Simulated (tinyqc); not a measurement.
# Gate voltage for a given inversion charge

Inverse problem. p-type body, charge-sheet picture, depletion and inversion only, full ionisation (an idealisation for deep acceptors), Boltzmann statistics (rough once Na exp(x - xn) passes about Nc/7). In units of Vt: xg = (Vg - Vfb)/Vt, x = psi/Vt, G = gamma/sqrt(Vt), xn = (2 phiF + Vc)/Vt. The implicit equation is (xg - x)^2 = G^2 [x - 1 + exp(x - xn)] for x above about 3. Cox = eps0 eox/tox. ni = sqrt(Nc Nv) exp(-Eg/(2 Vt)), Eg in volts; phiF = Vt ln(Na/ni); gamma = sqrt(2 q eps0 eps_r Na)/Cox. N_inv = (Cox Vt G/q) [sqrt(x - 1 + exp(x - xn)) - sqrt(x - 1)]. Find x - xn, psi and Vg.

Parameters, values chosen for the exercise; band and dielectric values close to those of silicon: temperature T = 300 K; band gap Eg = 1.12 eV; relative permittivity eps_r = 11.6; conduction-band density of states at T Nc = 2.83e19 cm^-3; valence-band density of states at T Nv = 2.64e19 cm^-3; relative permittivity of the gate insulator (close to silicon dioxide) eox = 3.9; insulator thickness tox = 2 nm; acceptor density Na = 5e16 cm^-3; flat-band voltage Vfb = -0.67 V; channel-body voltage Vc = 1 V.

Constants: q = 1.602176634e-19 C, kB = 1.380649e-23 J/K, Vt = kB T/q, eps0 = 8.8541878128e-14 F/cm where lengths are in cm. Results are converted to the units shown.

N_inv = 1.9e11 cm^-2

Solution. N_inv rises steadily with x, so it fixes x; the implicit equation then gives xg directly.

x - xn = 3.302
psi = 1.879 V
Vg = 1.328 V

Program tinyqc, `OMP_NUM_THREADS=1 python tinyqc.py 2122186 2122187 out.jsonl`; Intel Xeon 2.30GHz, shared host, one thread, about 0.01 s.
